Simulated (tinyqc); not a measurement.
From results to parameters: minimal-basis H2. Computed by the program tinyqc with PySCF.

Problem. For two electrons in the two orbitals of minimal-basis H2, the CIS energies are e2 - e1 - J12 + 2 K12 and e2 - e1 - J12, and E_corr = D - sqrt(D^2 + K12^2) with 2D the energy of the double excitation. Find J12, K12, D, the MP2 energy and the weight of the double excitation.

orbital gap e2 - e1 = 0.82061277 hartree
CIS singlet and triplet energies (hartree): 0.628919  0.217528
FCI correlation energy = -0.04585167 hartree

Solution. Half the singlet-triplet splitting is K12, the gap less the triplet energy is J12, D = (E_corr^2 - K12^2)/(2 E_corr), MP2 is -K12^2/(2 gap), and the weight is c^2/(1 + c^2) with c = E_corr/K12.

J12, K12, D (hartree): 0.603  0.206  0.438
MP2 correlation energy = -0.02578 hartree
weight of the double excitation = 0.047
